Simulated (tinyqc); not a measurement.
Deep-level transient spectroscopy (DLTS) of one majority-carrier trap: one step, computed by the program tinyqc.

A filling pulse loads the traps in a one-sided junction; under reverse bias they empty at the rate e, and the capacitance relaxes as C(t) = C_0 - dC exp(-e t). The signal is S = [C(t_2) - C(t_1)]/dC.

Problem. Peak temperature and width. e = g sigma v N_b exp(-E/k_B T), v = sqrt(3 k_B T/m), N_b = 2 M (2 pi m k_B T/h^2)^(3/2), sigma = sigma_0, E = E_t - dE with the one-dimensional Poole-Frenkel lowering dE = sqrt(e^3 F/(pi eps eps_0)), F being held as an input apart from the bias (the centre is charged when empty). S(e) = exp(-e t_1) - exp(-e t_2) peaks at the rate window e_0 = ln(t_2/t_1)/(t_2 - t_1). T_p solves e(T) = e_0 (bisection between 15 and 1500 K); the half-height points solve S = S_max/2 on either side.

Inputs (values chosen for the exercise, with mass and screening modelled on GaSb):

| quantity | value | unit |
|---|---|---|
| density-of-states mass m | 0.388 | m_0 |
| valleys M | 1 | - |
| trap depth E_t | 0.202 | eV |
| cross-section sigma_0 | 3.4e-14 | cm^2 |
| degeneracy ratio g | 1 | - |
| gate time t_1 | 0.004 | s |
| ratio t_2/t_1 | 10 | - |
| temperature T | 120 | K |
| dielectric constant eps | 16 | - |
| mean field F | 71000 | V/cm |

Carriers: holes. Extra term: Poole-Frenkel lowering.

rate window e_0 = 63.96070 1/s

peak height S_max = 0.6968373

Constants: k_B = 8.617333262e-05 eV/K; k_B = 1.380649e-23 J/K; m_0 = 9.1093837015e-31 kg; h = 6.62607015e-34 J s; e = 1.602176634e-19 C; eps_0 = 8.8541878128e-12 F/m.

Give: peak temperature T_p; lower half-height point; upper half-height point; full width.

Solution.

peak temperature T_p = 79.293 K

lower half-height point = 74.304 K

upper half-height point = 84.216 K

full width = 9.9116 K

The width is 12.5 % of T_p, and E_t is 29.6 k_B T_p.
